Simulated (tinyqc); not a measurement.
Thermodynamics of metal silicides: hull, first phase, silicon consumed, nucleation and stability against SiO2: one step, computed by the program tinyqc. Command: `OMP_NUM_THREADS=1 python tinyqc.py 3031907 3031908 out.jsonl silphase walk`. One thread of a shared host (Intel(R) Xeon(R) Processor @ 2.30GHz), about 0.01 s of CPU time with the checks.

Entropies of formation of the solids are neglected, so heats stand for free energies. Si fractions: M2Si 0.3333, MSi 0.5000, MSi2 0.6667.

Question. First phase. Effective heat of formation: at the interface the mixture has the Si fraction x_e; the limiting element scales the heat, H_eff = H x_e/x if x_e < x, H (1 - x_e)/(1 - x) otherwise. The rule names the most negative as the first phase; its restriction to congruently melting phases is left out here.

Inputs (values chosen for the exercise, for a model metal):
```
quantity,value,unit
heat of formation of M2Si,-52.7,kJ/mol atoms
heat of formation of MSi,-54.7,kJ/mol atoms
heat of formation of MSi2,-27,kJ/mol atoms
Si fraction x_e at the lowest liquidus,0.21,-
```

Phases: M2Si, MSi, MSi2.

Give: H_eff; most negative H_eff.

Answer.

H_eff (kJ/mol atoms): M2Si -33.201, MSi -22.974, MSi2 -8.505

most negative H_eff = -33.201 kJ/mol atoms

The rule picks M2Si, ahead of MSi by 10.2 kJ/mol; it is not the phase with the most negative heat itself. The rule is empirical and ignores nucleation barriers.
